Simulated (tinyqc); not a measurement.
Inside a calculation. Method: one-electron ion in a basis of Gaussians. Computed by tinyqc, a small Python program that keeps every step. Settings: Z = 4, l = 2. Command: `OMP_NUM_THREADS=1 python tinyqc.py 28499 28500 out.jsonl` (the two numbers bound the seeds that draw the settings). One thread of a shared host (Intel(R) Xeon(R) Processor @ 2.60GHz), about 0.01 s of CPU time with the checks.

## Matrices over normalised Gaussians

exponents of r^l exp(-a r^2) (1/bohr^2): [0.029550, 0.101200, 0.346600, 1.187000]

Z = 4

l = 2

With p = a_i + a_j and I(k) = Gamma((k+1)/2) / (2 p^((k+1)/2)): S = I(2l+2), T = (2l+3) a_i a_j S / p, V = -Z I(2l+1), each divided by sqrt(S_ii S_jj).

S:
```
[[1.000000, 0.535304, 0.114292, 0.016196],
 [0.535304, 1.000000, 0.535274, 0.114293],
 [0.114292, 0.535274, 1.000000, 0.535305],
 [0.016196, 0.114293, 0.535305, 1.000000]]
```

T (hartree):
```
[[0.103425, 0.085703, 0.021784, 0.003269],
 [0.085703, 0.354200, 0.293494, 0.074604],
 [0.021784, 0.293494, 1.213100, 1.005233],
 [0.003269, 0.074604, 1.005233, 4.154500]]
```

V (hartree):
```
[[-0.585204, -0.465946, -0.168737, -0.043002],
 [-0.465946, -1.082976, -0.862248, -0.312265],
 [-0.168737, -0.862248, -2.004209, -1.595773],
 [-0.043002, -0.312265, -1.595773, -3.708977]]
```

## Generalised eigenproblem

H = T + V (hartree):
```
[[-0.481779, -0.380243, -0.146953, -0.039734],
 [-0.380243, -0.728776, -0.568754, -0.237661],
 [-0.146953, -0.568754, -0.791109, -0.590541],
 [-0.039734, -0.237661, -0.590541, 0.445523]]
```

Solve H C = S C e through S^(-1/2); each column has its largest component positive (the first on a tie).

eigenvalues of S: [0.229682, 0.576209, 1.218847, 1.975262]

eigenvalues (hartree): [-0.884285, -0.484441, -0.295298, 1.418766]

coefficients:
```
[[-0.036671, 0.656069, -1.021804, -0.169172],
 [0.488342, 0.477903, 1.223401, 0.489859],
 [0.612072, -0.580382, -0.683638, -1.012278],
 [0.103394, -0.090534, -0.110552, 1.213824]]
```

For Z = 4 and l = 2 the exact lowest level is -Z^2/(2 n^2) with n = l + 1: -0.888889 hartree.
